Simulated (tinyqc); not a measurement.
Global model of a low-pressure process discharge: electron temperature, density, ion flux and ion energy. Which input was changed? Computed by tinyqc, a small Python program. Command: `OMP_NUM_THREADS=1 python tinyqc.py 3110176 3110177 out.jsonl plasma which`. One thread of a shared host (Intel(R) Xeon(R) Processor @ 2.30GHz), about 0.07 s of CPU time with the checks.

Maxwellian electrons with temperature T_e in eV, one positive ion, no negative ions, uniform bulk density n; rate constants have the Arrhenius form.

Inputs (values chosen for the exercise, of the order of those of an inductive discharge in a simple atomic gas):

| quantity | value | unit |
|---|---|---|
| ion mass M | 35.5 | u |
| ionisation prefactor K0 | 2.9e-14 | m^3/s |
| ionisation energy E_iz | 13.8 | eV |
| excitation prefactor X0 | 6.5e-15 | m^3/s |
| excitation energy E_ex | 8.27 | eV |
| elastic rate constant K_el | 1e-13 | m^3/s |
| ion-neutral cross section | 9.9e-19 | m^2 |
| pressure p | 0.2 | Pa |
| gas temperature T_g | 600 | K |
| radius R | 13 | cm |
| height L | 6.3 | cm |
| absorbed power P | 2900 | W |
| bias power P_b | 37 | W |
| radius of the biased electrode | 7.5 | cm |
| bias frequency | 2 | MHz |

Constants: k_B = 1.380649e-23 J/K; e = 1.602176634e-19 C; u = 1.6605390666e-27 kg; m_0 = 9.1093837015e-31 kg; eps_0 = 8.8541878128e-12 F/m.

Method:
- n_g = p/(k_B T_g); lambda_i = 1/(n_g sigma); h_L = 0.86/sqrt(3 + L/(2 lambda_i)), h_R = 0.8/sqrt(4 + R/lambda_i); A_eff = 2 pi R^2 h_L + 2 pi R L h_R; d_eff = pi R^2 L/A_eff.
- Particle balance: K0 exp(-E_iz/T_e) n_g d_eff = u_B, u_B = sqrt(e T_e/M).
- Root found by bracketing.
- E_c = E_iz + (X0 exp(-E_ex/T_e) E_ex + K_el (3 m_0/M) T_e)/K_iz; wall potential V_s = (T_e/2) ln(M/(2 pi m_0)); E_T = E_c + 2 T_e + T_e/2 + V_s; n = P/(e u_B A_eff E_T); ion current density J = e h_L n u_B; ionised share n/n_g.
- All bias power goes to ions: V_b = P_b/(J pi r^2). Debye length at the sheath edge lambda_D = sqrt(eps_0 T_e/(e h_L n)); Child-law sheath s = (sqrt2/3) lambda_D (2 V/T_e)^(3/4), V = V_b + V_s; ion transit time tau_i = 3 s sqrt(M/(2 e V)); collisions in the sheath s/lambda_i.

Question. One of these inputs alone was changed, within the range given: excitation prefactor X0 (3.25e-15 to 1.3e-14); pressure p (0.1 to 0.4); absorbed power P (1450 to 5800); bias power P_b (18.5 to 74). Which one, and to what value?

Results:

| run | sheath width s (mm) | T_e (eV) | ion current density J (mA/cm^2) |
|---|---|---|---|
| before | 0.07667778 | 6.257181 | 32.73370 |
| after | 0.08028251 | 6.257181 | 32.73370 |

Answer.

Each candidate set to reproduce sheath width s, and what it then gives:

| candidate | range searched | value needed | T_e (eV) | ion current density J (mA/cm^2) |
|---|---|---|---|---|
| excitation prefactor X0 (m^3/s) | 3.25e-15 to 1.3e-14 | out of reach | - | - |
| pressure p (Pa) | 0.1 to 0.4 | 0.1876 | 6.5350 | 31.758 |
| absorbed power P (W) | 1450 to 5800 | 2699 | 6.2572 | 30.466 |
| bias power P_b (W) | 18.5 to 74 | 49.90 | 6.2572 | 32.734 |

Only bias power P_b fits every result: it went from 37 to 49.9 W. The next best candidate, pressure p, misses one result by 4.4 %.

Caution: at this ionised share gas depletion and heating, left out here, matter.
